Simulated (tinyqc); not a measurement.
p-i-n junction, non-linear Poisson equation by Newton steps: one step of the calculation.

One dimension, p side on the left, n side on the right; net doping C = -Na for x < 0, 0 for 0 < x < Li and +Nd beyond. The potential psi is counted from the intrinsic level, and the quasi-Fermi potentials are flat: 0 for holes and -V for electrons, so n = ni exp((psi + V)/Vt) and p = ni exp(-psi/Vt) (Boltzmann statistics, full ionisation, no current). Under reverse bias this makes the minority densities vanishingly small everywhere; they play no part in the charge.

Task. Intrinsic density, end potentials and Debye lengths. ni = sqrt(Nc Nv) exp(-Eg/(2 Vt)), Eg in volts; psi_p = -Vt ln(Na/ni), psi_n = Vt ln(Nd/ni) - V; Debye length sqrt(eps0 eps_r Vt/(q N)).

Parameters, values chosen for the exercise; band and dielectric values close to those of cadmium telluride:
```
symbol,value,unit,meaning
T,300,K,temperature
Eg,1.49,eV,band gap
eps_r,10.1,,relative permittivity
Nc,8.13e17,cm^-3,conduction-band density of states at T
Nv,1.83e19,cm^-3,valence-band density of states at T
Na,8.5e17,cm^-3,acceptor density of the p side
Nd,3e15,cm^-3,donor density of the n side
V,-4.2,V,bias of the p side against the n side
```

Constants: q = 1.602176634e-19 C, kB = 1.380649e-23 J/K, Vt = kB T/q, eps0 = 8.8541878128e-14 F/cm where lengths are in cm. Results are converted to the units shown.

Find: ni; psi_p; psi_n; Debye length, p side; Debye length, n side.

Result.

ni = 1.177e6 cm^-3
psi_p = -0.7059 V
psi_n = 4.760 V
Debye length, p side = 4.120 nm
Debye length, n side = 69.35 nm

Program tinyqc, `OMP_NUM_THREADS=1 python tinyqc.py 2000001 2000002 out.jsonl`; Intel Xeon 2.30GHz, shared host, one thread, about 0.1 s.
